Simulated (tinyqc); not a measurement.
Hydrogenic impurity: series, fields, screening, photoionisation and donor-acceptor pairs: one step, computed by the program tinyqc. Command: `OMP_NUM_THREADS=1 python tinyqc.py 3019705 3019706 out.jsonl hydrogenic walk`. One thread of a shared host (Intel(R) Xeon(R) Processor @ 2.30GHz), about 0.01 s of CPU time with the checks.

One isotropic, parabolic band. Effective units: Ry* and a*, in which H = -nabla^2 - 2/r.

Task: Overlap of donors. Wigner-Seitz radius r_s = (3/(4 pi N))^(1/3); Mott criterion N_c^(1/3) a* = 0.26; overlap of two 1s orbitals at distance d: S = exp(-x)(1 + x + x^2/3), x = d/a*, with d = N^(-1/3).

Inputs (values chosen for the exercise, modelled on silicon): donor density N = 2.9e+18 cm^-3.

Parts treated: magnetic field and screening.

a* = 18.32375 angstrom

Give: r_s; Mott density; N over the Mott density; overlap S.

Result:

r_s = 43.502 angstrom

Mott density = 2.8568e+18 cm^-3

N over the Mott density = 1.0151

overlap S = 0.21142

The sample is on the metallic side of the criterion: isolated levels no longer exist. Caution: N lies above the Mott density, where the levels of isolated donors have no meaning.
